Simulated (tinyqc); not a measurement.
Pair of shallow donors (hydrogen-like orbitals): one step. Distance and integrals.

Each donor has the orbital exp(-r/a); energy unit Ha* = q/(eps a), q = e^2/(4 pi eps0), so that a lone donor is bound by Ha*/2; x = R/a. One electron: S = (1 + x + x^2/3) exp(-x), j = 1/x - (1 + 1/x) exp(-2x), k = (1 + x) exp(-x); levels E(+/-) = -1/2 - (j +/- k)/(1 +/- S) in Ha*, without the repulsion of the ions, split by D = |E(-) - E(+)|.

Constants: e^2/(4 pi eps0) = 14.39964547 eV angstrom.

Parameters, chosen for this exercise (out of a larger set: near those of two donors in GaAs; not measured data): a = 107.3 angstrom (orbital radius); eps = 13.2 (dielectric constant); R = 563 angstrom (separation).

Problem. Give Ha*, R, x, S, j, k.

Give: Ha*; R; x; S, j, k.

Solution.

Ha* = 10.167 meV
R = 563.00 angstrom
x = 5.2470

S, j, k: 0.08118  0.19055  0.03288

tinyqc: `OMP_NUM_THREADS=1 python tinyqc.py 1252109 1252110 out.jsonl`; about 0.01 s, one thread, shared Intel(R) Xeon(R) Processor @ 2.30GHz.
